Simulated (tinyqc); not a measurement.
Cell-based percolation model of oxide breakdown: two steps of the calculation.

The oxide, of thickness n a, is cut into cubic cells. A cell is defective with the chance l = 1 - exp(-a^3 N), N = N1 (t/1 s)^al. A column of n defective cells breaks the oxide down, and the area holds M = A/a^2 independent columns: 1 - F = (1 - l^n)^M.

Parameters, values chosen for the exercise: edge of a cell a = 1.3 nm; cells across the oxide n = 6; area A = 2000 um^2; exponent of defect growth al = 0.98; defect density after 1 s N1 = 2.5e18 cm^-3.

Task 1. Critical defect density. At F = 1 - 1/e: l_c = (1 - exp(-1/M))^(1/n), N_bd = -ln(1 - l_c)/a^3, t63 = (N_bd/N1)^(1/al). W = ln(-ln(1 - F)); for small l, W = ln M + n ln(a^3 N), so the Weibull slope is n al.

Give: thickness; M; l_c; N_bd; N_bd times thickness; t63; n al.

Result 1.

thickness = 7.8000 nm
M = 1.1834e9
l_c = 0.030747
N_bd = 1.4215e19 cm^-3
N_bd times thickness = 1.1088e13 cm^-2
t63 = 5.8912 s
n al = 5.8800

Task 2. The distribution. N, l, F and W = ln(-ln(1 - F)) at each time; the slope is taken between the end points.

| point | t (s) |
|---|---|
| 0 | 1.2 |
| 1 | 1.8 |
| 2 | 2.7 |
| 3 | 4 |
| 4 | 5.2 |
| 5 | 5.9 |
| 6 | 6.9 |

Find: N; l; F; W; slope.

Result 2.

| point | N (cm^-3) | l | F | W |
|---|---|---|---|---|
| 0 | 2.9891e18 | 0.0065455 | 9.3063e-5 | -9.2822 |
| 1 | 4.4474e18 | 0.0097234 | 9.9961e-4 | -6.9076 |
| 2 | 6.6172e18 | 0.014433 | 0.010640 | -4.5378 |
| 3 | 9.7265e18 | 0.021143 | 0.10031 | -2.2471 |
| 4 | 1.2578e19 | 0.027256 | 0.38444 | -0.7231 |
| 5 | 1.4236e19 | 0.030792 | 0.63528 | 0.0086 |
| 6 | 1.6596e19 | 0.035805 | 0.91739 | 0.9137 |

slope = 5.8289

The slope is 0.87 % below n al, since l grows a little more slowly than N.

Numbers from tinyqc (`OMP_NUM_THREADS=1 python tinyqc.py 2070075 2070076 out.jsonl`; about 0.01 s on one thread of a shared Intel Xeon 2.30GHz).
